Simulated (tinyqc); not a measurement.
Crystal pulling from the melt: segregation, interface stability, heat balance and point-defect regime: one step, computed by the program tinyqc. Command: `OMP_NUM_THREADS=1 python tinyqc.py 3018054 3018055 out.jsonl pull walk`. One thread of a shared host (Intel(R) Xeon(R) Processor @ 2.30GHz), about 0.01 s of CPU time with the checks.

A dilute solute; steady pulling with a flat interface unless it is found unstable.

Question. Constitutional supercooling. Liquidus slope per concentration (van 't Hoff): |m| = k_B T_m^2 (1 - k0)/L. Solute gradient at the interface: G_C = (V/D) C_s (1 - k0)/k0. Constitutional supercooling sets in when |m| G_C > G_L. Critical C_s from the equality.

Inputs (values chosen for the exercise, modelled on boron in silicon): equilibrium coefficient k0 = 0.84; diffusivity in the melt D = 0.00021 cm^2/s; pull rate V = 1.6 mm/min; gradient in the melt G_L = 7.9 K/cm; latent heat per volume L = 4110 J/cm^3; melting point T_m = 1685 K.

C_s = 9.373469e+16 1/cm^3

Constants: k_B = 1.380649e-23 J/K.

Give: |m|; |m| G_C; critical C_s; ratio |m| G_C/G_L.

Answer.

|m| = 1.5260e-21 K cm^3

|m| G_C = 3.4598e-04 K/cm

critical C_s = 2.1403e+21 1/cm^3

ratio |m| G_C/G_L = 4.3795e-05

The interface is stable by this test, with a margin of 23000. Caution: a critical C_s above 1e21 /cm^3 lies outside the dilute theory and, for most dopants in silicon, above the solubility.
